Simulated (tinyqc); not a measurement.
Donors with valley-orbit split 1s states: one step. Neutrality. Five cases, with inputs chosen for the exercise.

Question. Solve for eta.

Each donor binds at most one electron, in any of its states. For a site s, W_s = sum over its states of g exp(E/kT), and the ionised share is 1/(1 + W_s exp(eta)), eta = (EF - Ec)/kT; n = Nc F_1/2(eta); neutrality n + NA = ND x (mean ionised share); holes are neglected. Nc from N = 2 (m kB T/(4 pi c))^(3/2) with c = hbar^2/2m0, in 1/angstrom^3; times 1e24 for 1/cm^3, m = md. F_j(eta) = (1/Gamma(j + 1)) integral_0^infinity x^j dx/(1 + exp(x - eta)), which tends to exp(eta) for eta << 0.

Case 1.

Values chosen (out of a larger set: near those of P in Si; not measured data): ND = 2.5e+17 1/cm^3 (donors); NA = 0 1/cm^3 (compensating acceptors, all ionised).

Nc = 3.554109e+19 1/cm^3

W_s: donor 40.71634

Case 2.

Values chosen (out of a larger set: near those of Sb in Si; not measured data): ND = 3.5e+16 1/cm^3 (donors); NA = 1.3e+16 1/cm^3 (compensating acceptors, all ionised).

Nc = 3.315215e+19 1/cm^3

W_s: donor 38.07437

Case 3.

Values chosen (out of a larger set: near those of Sb in Si; not measured data): ND = 3.5e+15 1/cm^3 (donors); NA = 1.1e+15 1/cm^3 (compensating acceptors, all ionised).

Nc = 2.839990e+19 1/cm^3

W_s: donor 47.77637

Case 4.

Values chosen (out of a larger set: near those of P in Si; not measured data): ND = 4e+17 1/cm^3 (donors); NA = 1.5e+16 1/cm^3 (compensating acceptors, all ionised).

Nc = 2.068611e+19 1/cm^3

W_s: donor 60.59176

Case 5.

Values chosen (out of a larger set: near those of Sb in Si; not measured data): ND = 4.4e+15 1/cm^3 (donors); NA = 2.8e+14 1/cm^3 (compensating acceptors, all ionised).

Nc = 4.378491e+19 1/cm^3

W_s: donor 33.43730

Give: eta; n; ionised share.

Answer.

Case 1.

eta = -5.164
n = 2.03e+17 1/cm^3

ionised share: donor 0.811

n is 0.811 of ND - NA.

Case 2.

eta = -7.356
n = 2.12e+16 1/cm^3

ionised share: donor 0.976

n is 0.962 of ND - NA.

Case 3.

eta = -9.384
n = 2.39e+15 1/cm^3

ionised share: donor 0.996

n is 0.994 of ND - NA.

Case 4.

eta = -4.515
n = 2.26e+17 1/cm^3

ionised share: donor 0.601

n is 0.586 of ND - NA.

Case 5.

eta = -9.275
n = 4.11e+15 1/cm^3

ionised share: donor 0.997

n is 0.997 of ND - NA.

Computed by tinyqc, one run a case: `OMP_NUM_THREADS=1 python tinyqc.py N N+1 out.jsonl` with N = 1651763, 1651931, 1652005, 1652430, 1652505; one thread of a shared Intel(R) Xeon(R) Processor @ 2.30GHz, about 0.01 s a run at most.
